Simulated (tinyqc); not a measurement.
# Changing the ionic charge z

Model: Born-Mayer model of an ionic crystal AB. Computed by tinyqc, a small Python program. Command: `OMP_NUM_THREADS=1 python tinyqc.py 3014064 3014065 out.jsonl bornmayer sweep`. One thread of a shared host (Intel(R) Xeon(R) Processor @ 2.30GHz), about 0.02 s of CPU time with the checks.

Energies are per ion pair and r is the nearest distance of unlike ions.

Inputs (values chosen for the exercise, for a model salt): unlike repulsion lambda = 2100 eV; range rho = 0.315 angstrom; like repulsion lambda2 = 129 eV; dispersion C between like ions = 9.8 eV angstrom^6.

Structure: zinc blende. Short range: with like-ion terms.

Constants: e^2/(4 pi eps_0) = 14.39964548 eV angstrom; 1 eV/angstrom^3 = 160.2176634 GPa.

Method:
- Madelung constant M, unlike neighbours z1, like neighbours z2 at f r, volume per pair: rock salt 1.747565, 6, 12, sqrt2, 2 r^3; caesium chloride 1.762675, 8, 6, 2/sqrt3, 8 r^3/(3 sqrt3); zinc blende 1.638055, 4, 12, sqrt(8/3), 16 r^3/(3 sqrt3).
- U(r) = -M z^2 e^2/(4 pi eps_0 r) + z1 lambda exp(-r/rho) + z2 [lambda2 exp(-f r/rho) - C/(f r)^6] (one mean like-ion term for both sublattices).
- Newton steps on g(r) = U'(r), from r = 9 rho: r(new) = r - U'(r)/U''(r), with the move limited to 0.3 angstrom. Where U'' is negative, move 0.3 angstrom downhill. Stop when |U'| is below 1e-9.
- B = U''(r0)/(9 c r0), with the volume written as c r^3.

One run for each value:
```
ionic charge z  lattice energy U (eV per pair)  equilibrium distance r0 (angstrom)  bulk modulus B (GPa)
1.60                                    -21.17                               2.492                  53.6
1.77                                    -26.69                               2.407                  72.0
1.93                                    -32.59                               2.333                  93.0
2.10                                    -39.63                               2.260                 119.7
2.43                                    -55.71                               2.131                 186.6
2.60                                    -65.32                               2.071                 230.2
```

Give the missing row, ionic charge z = 2.27.

Computed row:
```
ionic charge z  lattice energy U (eV per pair)  equilibrium distance r0 (angstrom)  bulk modulus B (GPa)
2.27                                    -47.50                               2.192                 151.5
```

Interpolating between the two neighbouring rows (linearly) misses most in bulk modulus B (GPa), by 1.8 %. Over the rows, lattice energy U (eV per pair) falls from -21.2 to -65.3 (exponent d ln y / d ln x about 2.3 throughout); equilibrium distance r0 (angstrom) falls from 2.49 to 2.07 (exponent d ln y / d ln x -0.35 between the first rows and -0.43 between the last); bulk modulus B (GPa) rises from 53.6 to 230 (exponent d ln y / d ln x 2.9 between the first rows and 3.1 between the last). U grows faster than z^2, because the stronger attraction also shortens r0.
